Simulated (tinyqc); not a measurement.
Density of states of one tight-binding band on the simple cubic lattice: sweeps and comparisons. A value that a table varies takes the place of the one given here.

E(k) = -2 t (c1 + c2 + c3) - 4 t2 (c1 c2 + c2 c3 + c3 c1) with ci = cos(2 pi ki); k in fractions of the reciprocal vectors, mesh k_i = j/N with j = 0 .. N-1. Densities are per cell and per spin, so the band holds one state.

Each cube of the mesh, corners numbered 0 to 7 as the binary number (i j l), is cut into six tetrahedra around the diagonal 0-7: 0137, 0157, 0237, 0267, 0457, 0467. For corner energies e1 <= e2 <= e3 <= e4 and eij = ei - ej, the share of the tetrahedron below E is n = (E - e1)^3/(e21 e31 e41) for e1 < E < e2; n = [e21^2 + 3 e21 x + 3 x^2 - (e31 + e42) x^3/(e32 e42)]/(e31 e41) with x = E - e2 for e2 < E < e3; n = 1 - (e4 - E)^3/(e41 e42 e43) for e3 < E < e4; its density of states is g = dn/dE.

Gaussian broadening: g(E) = mean over the mesh of exp(-(E - E_k)^2/(2 sigma^2))/(sigma sqrt(2 pi)), n(E) = mean of erfc((E_k - E)/(sigma sqrt 2))/2.

Inputs chosen for the exercise:

| symbol | value | unit | meaning |
|---|---|---|---|
| t | 1.43 | eV | nearest hopping |
| t2 | 0 | eV | second hopping |
| N2 | 10 |  | mesh points along each axis in this comparison |
| sigma | 0.143 | eV | Gaussian width |
| E | 5.95 | eV | energy at which the density is wanted |

## Three ways to the same curve

N = N2 here; the reference is the linear method with N = 36.

g(E) (1/eV):

| E (eV) | reference | linear tetrahedra | Gaussian, sigma | Gaussian, sigma/4 | reference n(E) |
|---|---|---|---|---|---|
| -7.019 | 0.021 | 0.019 | 0.020 | 0.008 | 0.021 |
| -5.459 | 0.037 | 0.036 | 0.063 | 0.092 | 0.065 |
| -3.899 | 0.058 | 0.059 | 0.068 | 0.000 | 0.138 |
| -2.339 | 0.101 | 0.106 | 0.233 | 0.731 | 0.265 |
| -0.779 | 0.100 | 0.103 | 0.201 | 0.013 | 0.422 |
| 0.781 | 0.100 | 0.103 | 0.202 | 0.015 | 0.578 |
| 2.341 | 0.101 | 0.106 | 0.232 | 0.702 | 0.735 |
| 3.901 | 0.058 | 0.059 | 0.069 | 0.000 | 0.862 |
| 5.461 | 0.037 | 0.036 | 0.063 | 0.099 | 0.935 |
| 7.021 | 0.021 | 0.019 | 0.020 | 0.007 | 0.979 |

What can be read from the table?

Root-mean-square errors against the reference: 0.0031 for linear tetrahedra, 0.0754 for sigma and 0.2805 for sigma/4. The narrow Gaussian is worse than the wide one, because it resolves the separate mesh levels. The reference is highest at -2.339 and 2.341 eV of the energies listed, and half filling lies between -0.779 and 0.781 eV.

## Convergence with the mesh

At the energy E; the plain count is the share of mesh points below E; the reference is the linear method with N = 36.

Results:

| N | points | g linear | n linear | g Gaussian | n Gaussian | n plain count |
|---|---|---|---|---|---|---|
| 4 | 64 | 0.0185 | 0.9838 | 0.0717 | 0.9793 | 0.9844 |
| 6 | 216 | 0.0301 | 0.9671 | 0.0425 | 0.9646 | 0.9676 |
| 8 | 512 | 0.0293 | 0.9603 | 0.0402 | 0.9499 | 0.9473 |
| 12 | 1728 | 0.0308 | 0.9550 | 0.0084 | 0.9526 | 0.9531 |
| 16 | 4096 | 0.0311 | 0.9531 | 0.0348 | 0.9522 | 0.9504 |
| 20 | 8000 | 0.0312 | 0.9523 | 0.0317 | 0.9501 | 0.9514 |

reference n and g: 0.9512  0.0314

What does this show?

The linear n(E) stays within 0.002 of the reference from N = 16 on. The Gaussian g still moves by more than 1 % between the last two meshes. At the last mesh it lies 0.000 1/eV from the reference g and the linear g 0.000. The plain count errs by +0.0002 at the last mesh.

## Critical points

The gradient vanishes at these points by symmetry; the signs of the eigenvalues of the second-derivative matrix give the type.

Critical points:

| point | k | E (eV) | positive | negative | type |
|---|---|---|---|---|---|
| Gamma | (0, 0, 0) | -8.5800 | 3 | 0 | minimum |
| X | (0.5, 0, 0) | -2.8600 | 2 | 1 | saddle |
| M | (0.5, 0.5, 0) | 2.8600 | 1 | 2 | saddle |
| R | (0.5, 0.5, 0.5) | 8.5800 | 0 | 3 | maximum |

What can be read from the table?

Gamma is a minimum at -8.580 eV: its contribution to g starts as a square root. X is a saddle at -2.860 eV: g has a square-root kink there. M is a saddle at 2.860 eV: g has a square-root kink there. R is a maximum at 8.580 eV: its contribution to g ends as a square root.

## What moves the count of states

Linear method and Gaussian sum with N = 14. Each row changes one parameter from the base and keeps the others.

Results:

| case | n linear | g linear (1/eV) | n Gaussian | g Gaussian (1/eV) |
|---|---|---|---|---|
| base | 0.9538 | 0.0311 | 0.9478 | 0.0398 |
| t = 1.573 eV | 0.9355 | 0.0334 | 0.9353 | 0.0231 |
| E = 6.093 eV | 0.9582 | 0.0297 | 0.9544 | 0.0516 |
| sigma = 0.286 eV | 0.9538 | 0.0311 | 0.9492 | 0.0353 |
| t2 = 0.071 eV | 0.9670 | 0.0321 | 0.9663 | 0.0299 |

What can be read from the table?

The largest shifts from the base row, up to three for each result and ties (the steps differ in size, so this ranks the rows, not the parameters). n linear: t -0.0183, t2 +0.0132, E +0.0043; unchanged at the printed digits by sigma. g linear (1/eV): t +0.0023, E -0.0013, t2 +0.0010; unchanged at the printed digits by sigma. n Gaussian: t2 +0.0186, t -0.0124, E +0.0067. g Gaussian (1/eV): t -0.0167, E +0.0118, t2 -0.0100.

Program tinyqc; command `OMP_NUM_THREADS=1 python tinyqc.py 1651029 1651030 out.jsonl`; about 0.3 s on one thread of a shared Intel(R) Xeon(R) Processor @ 2.30GHz.
